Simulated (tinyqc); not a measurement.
Longitudinal sound in a periodic multilayer: transfer matrices, stop bands and folded phonons: one step, computed by the program tinyqc. Command: `OMP_NUM_THREADS=1 python tinyqc.py 3007128 3007129 out.jsonl multilayer walk`. One thread of a shared host (Intel(R) Xeon(R) Processor @ 2.30GHz), about 0.01 s of CPU time with the checks.

Layers 1 and 2 repeat with period d = d_1 + d_2; waves travel normal to the layers, without loss. State vector (u, s): displacement u and stress divided by omega. Impedances Z = rho v are in 1e6 kg/(m^2 s).

Question. Transmission through N periods. A layer maps (u, s) by [[cos p, sin p/Z], [-Z sin p, cos p]], p = 2 pi f d_i/v_i; one period is M = M_2 M_1, and cos(q d) = trace(M)/2. For N periods A = M^N. A wave comes from a thick layer of material 1 and leaves into the substrate (Z_s): transmitted power T = 4 Z_1 Z_s/|Z_1 A_22 + Z_s A_11 - i (Z_1 Z_s A_12 - A_21)|^2, reflected power R = 1 - T.

Inputs (values chosen for the exercise, modelled on gallium nitride (layer 1), aluminium nitride (layer 2) and silicon (substrate)):
```
quantity       value  unit
velocity v_1    8170   m/s
thickness d_1     25    nm
velocity v_2   11200   m/s
thickness d_2   34.3    nm
periods N         12     -
frequency f      128   GHz
```

M:
```
            1            2
1  0.06564600  -0.02304471
2    42.49445    0.3157525
```

Z_2 = 36.736

Z_1 = 50.1638

Z of the substrate = 19.5657

Give: A = M^N; transmitted power T; T in decibel.

Answer.

A = M^N:
```
         1        2
1  -0.5733  0.01747
2   -32.21  -0.7629
```

transmitted power T = 0.8037

T in decibel = -0.9490 dB
